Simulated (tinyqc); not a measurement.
From sheath thickness back to sheath voltage V: ion-assisted plasma etching: sheath, surface coverage, synergy and aspect-ratio dependence. Computed by tinyqc, a small Python program. Command: `OMP_NUM_THREADS=1 python tinyqc.py 3024533 3024534 out.jsonl etch inv`. One thread of a shared host (Intel(R) Xeon(R) Processor @ 2.30GHz), about 0.01 s of CPU time with the checks.

Radicals adsorb on bare sites; ions remove covered sites with a high yield and bare sites by sputtering; a slow spontaneous reaction acts everywhere, walls included.

Inputs (values chosen for the exercise, close to those used for silicon dioxide in a fluorocarbon plasma): plasma density n_e = 5e+09 1/cm^3; electron temperature T_e = 3.1 eV; ion temperature T_i = 0.6 eV.

Feature: long trench.

Constants: eps_0 = 8.8541878128e-12 F/m; e = 1.602176634e-19 C.

Method. Debye length lambda_D = sqrt(eps_0 T_e/(e n_s)) with n_s = 0.61 n_e, T_e in volts; Child-law sheath d = (sqrt2/3) lambda_D (2 V/T_e)^(3/4); ion energy E = V + T_e/2; angular spread = arctan(sqrt(T_i/E)).

Question. A run gave the result below. Find the sheath voltage V, known to lie between 50 and 110 V.

sheath thickness = 1778.725 um

Answer.

Each step takes the trial c = (a f_b - b f_a)/(f_b - f_a), f being the result less the target and a, b, c the logarithms of the listed values; c replaces end b, the old b replaces a if the sign of f changed, and otherwise f_a is halved.

Scan of the range:

| sheath voltage V (V) | sheath thickness (um) |
|---|---|
| 50.0 | 1512.25 |
| 57.0 | 1668.40 |
| 65.0 | 1841.11 |
| 74.2 | 2033.28 |
| 84.6 | 2243.48 |
| 96.5 | 2476.23 |
| 110.0 | 2731.74 |

False position (Illinois rule, in the logarithm of the input) inside the bracket:

| step | end a | end b | trial | sheath thickness (um) |
|---|---|---|---|---|
| 1 | 57.0000 | 65.0000 | 61.9883 | 1776.75 |
| 2 | 65.0000 | 61.9883 | 62.0784 | 1778.69 |
| 3 | 65.0000 | 62.0784 | 62.0815 | 1778.76 |
| 4 | 62.0784 | 62.0815 | 62.0800 | 1778.72 |

Sheath thickness rises at every point of a 13-point scan of the range (every second point is shown), so one value fits; it is bracketed by 57.0 and 65.0. The scan shows a pure power law with exponent 0.7500, so scaling from any one row also gives the answer directly. Answer: sheath voltage V = 62.08 V.
